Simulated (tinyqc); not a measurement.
Worked calculation: hydrogen passivation of interface dangling bonds: competing passivation and dissociation with distributed barriers. Computed by tinyqc, a small Python program that keeps every step. Command: `OMP_NUM_THREADS=1 python tinyqc.py 3010692 3010693 out.jsonl passiv walk`. One thread of a shared host (Intel(R) Xeon(R) Processor @ 2.30GHz), about 0.02 s of CPU time with the checks. Intermediate numbers are printed to about 7 digits and carried at full precision; extremes and crossings named in words are read from the listed rows.

P_b + H2 gives P_bH + H at the rate k_f [H2]; P_bH gives P_b + H at the rate k_d. All defects start unpassivated. E_f and E_d are Gaussian and independent.

Inputs (values chosen for the exercise, close to those used for P_b centres at the silicon-oxide interface):
```
quantity,value,unit
defect density N0,5.7e+11,1/cm^2
passivation prefactor k_f0,4.1e-07,cm^3/s
mean passivation barrier E_f,1.65,eV
spread sigma_f,0.023,eV
dissociation prefactor k_d0,7.4e+12,1/s
mean dissociation barrier E_d,2.65,eV
spread sigma_d,0.087,eV
"H2 in the oxide per atm, solubility factor",1.9e+18,1/(cm^3 atm)
hydrogen pressure p,1,atm
anneal temperature T,575,C
anneal time t,750,s
oxide thickness,2.9,nm
```

Constants: k_B = 8.617333262e-05 eV/K; e = 1.602176634e-19 C; eps_0 = 8.8541878128e-12 F/m.

## Single barriers

[H2] = solubility factor x p; a = k_f0 [H2] exp(-E_f/(k_B T)), d = k_d0 exp(-E_d/(k_B T)). For one pair of barriers the active share is y = [d + a exp(-(a + d) t)]/(a + d). Temperatures in kelvin are T(C) + 273.15.

passivation rate a = 122.2080 1/s

dissociation rate d = 0.001326509 1/s

a t = 91655.98

steady active share d/(a + d) = 1.085440e-05

active share, single barriers = 1.085440e-05

Passivation has run its course, and the balance with dissociation sets the remainder. Caution: single-barrier shares below about 1e-3 are formal; measured passivation levels off well above them.

## Distributed barriers

Average y over both Gaussians with 40 x 40 Gauss-Hermite points. Active density N0 y; threshold shift if each active defect holds one charge, e N0 y t_ox/(3.9 eps_0).

active share y = 2.316064e-05

active density = 1.320157e+07 1/cm^2

threshold shift = 0.001776317 mV

The spread changes the remainder by a factor 2.13: sigma_f/(k_B T) = 0.31 and sigma_d/(k_B T) = 1.19. Caution: densities below a few 1e9 per cm^2 are formal: other defects set the floor in real interfaces.

## Best anneal temperature for this time and pressure

Minimise the averaged y over T between 150 and 900 C: find where ln y is equal at T - 0.05 and T + 0.05 C; T is rounded to 0.1 C.

best temperature = 362.7 C

least active share = 4.568146e-07

Caution: a least active share below 1e-3 is a property of the model; measured passivation levels off well above it. Caution: atomic hydrogen, which both passivates and depassivates, and further passivation during cooling are left out.

## Isochronal anneals

The formulas are those given above.

Active share after the time t:
```
T (C),a (1/s),d (1/s),single barriers,distributed
200,2.072475e-06,4.391767e-16,9.984469e-01,9.981799e-01
250,9.913398e-05,2.189740e-13,9.283463e-01,9.197558e-01
300,2.414823e-03,3.693661e-11,1.634714e-01,1.862879e-01
350,3.523898e-02,2.736108e-09,7.764768e-08,5.211962e-06
400,3.453206e-01,1.069200e-07,3.096254e-07,1.031391e-06
450,2.468054e+00,2.516792e-06,1.019746e-06,2.892721e-06
500,1.367769e+01,3.937377e-05,2.878678e-06,7.166784e-06
600,2.332490e+02,3.745968e-03,1.605969e-05,3.283143e-05
700,2.220590e+03,1.397439e-01,6.292702e-05,1.118822e-04
800,1.389085e+04,2.655678e+00,1.911453e-04,3.067069e-04
```

The distributed share is least at 400 C among these rows, 1.0e-6, and the search puts the optimum at 362.7 C. On the cold side defects with high E_f survive; on the hot side dissociation, with the larger barrier, gains on passivation with an energy E_d - E_f = 1.00 eV. In that row single barriers give 3.1e-7, so the spread raises the floor. Caution: shares below about 1e-3 in these rows are formal; measured passivation levels off well above them.

Checks made by the program: Gauss-Hermite average against a fine uniform grid (relative difference below 1e-10).
